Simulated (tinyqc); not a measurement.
# IGBT as a p-i-n diode in series with a MOS channel, on-state and switching loss: effect of the high-injection lifetime

High injection (n = p) in a drift layer from x = -W/2 (anode) to +W/2 (cathode side), recombination only in the layer with lifetime tau, ideal emitters. The channel feeds the cathode side and carries the whole current. Auger recombination, carrier-carrier scattering, emitter losses and the carrier dip under the p body are left out.

b = mn/mp, B = (b - 1)/(b + 1), La = sqrt(2 Vt mn mp tau/(mn + mp)), y = W/(2 La). n(x) = (tau J/(2 q La))[cosh(x/La)/sinh y - B sinh(x/La)/cosh y]. Vm = Vt [(8 b/(b + 1)^2)(sinh y/s) arctan(s sinh y) + B ln((1 + B tanh^2 y)/(1 - B tanh^2 y))], s = sqrt(1 - B^2 tanh^2 y); Vj = Vt ln(n(-W/2) n(W/2)/ni^2), ni = sqrt(Nc Nv) exp(-Eg/(2 Vt)), Eg in volts; Vc = J Rch; Von = Vm + Vj + Vc. Stored charge tau J, turn-off energy Eoff = ks tau J Vdc, loss at half duty 0.5 J Von + f Eoff. A unipolar device on the same layer has Vu = J (W/(q mn Nd) + Rch).

Values chosen for this exercise; material values close to those of silicon:
- T = 300 K (temperature)
- Eg = 1.1 eV (band gap)
- Nc = 2.75e19 cm^-3 (conduction-band density of states at T)
- Nv = 2.7e19 cm^-3 (valence-band density of states at T)
- mn = 1400 cm^2/(V s) (electron mobility)
- mp = 480 cm^2/(V s) (hole mobility)
- W = 200 um (width of the drift layer)
- Nd = 3.5e13 cm^-3 (doping of the drift layer)
- J = 100 A/cm^2 (current density)
- Rch = 0.51 mohm cm^2 (channel and accumulation resistance)
- Vdc = 1200 V (link voltage)
- ks = 0.07 (turn-off energy per stored charge and link voltage)
- f = 1 kHz (switching frequency)

Constants: q = 1.602176634e-19 C, kB = 1.380649e-23 J/K, Vt = kB T/q. Results are converted to the units shown.

The same in every row: Vu (V) = 254.8.

Effect of the high-injection lifetime:
```
tau (us)       y  Von (V)  Eoff (mJ/cm^2)  total loss (W/cm^2)
0.58       3.054    1.534           4.872                81.58
0.95       2.387    1.180           7.980                66.98
1.5        1.899    1.043           12.60                64.77
2.5        1.471   0.9770           21.00                69.85
4.1        1.149   0.9528           34.44                82.08
6.7       0.8987   0.9487           56.28                103.7
11        0.7014   0.9559           92.40                140.2
18        0.5483   0.9698           151.2                199.7
29        0.4319   0.9873           243.6                293.0
```

As tau goes from 0.58 to 29 us, Von goes from 1.53 through a minimum of 0.949 (at tau = 6.7 us among the rows listed) to 0.987 V, Eoff rises from 4.87 to 244 mJ/cm^2 and the total loss goes from 81.6 through a minimum of 64.8 (at tau = 1.5 us among the rows listed) to 293 W/cm^2. Von is below Vu in 9 of the 9 rows. A short lifetime starves the middle of the layer, a long one stores charge, hence the minimum of the loss. For tau = 4.1 to 29 us the density at the anode passes 2e17 cm^-3, where Auger recombination and emitter losses matter.

Program tinyqc, `OMP_NUM_THREADS=1 python tinyqc.py 2590030 2590031 out.jsonl`; Intel Xeon 2.30GHz, shared host, one thread, about 0.01 s.
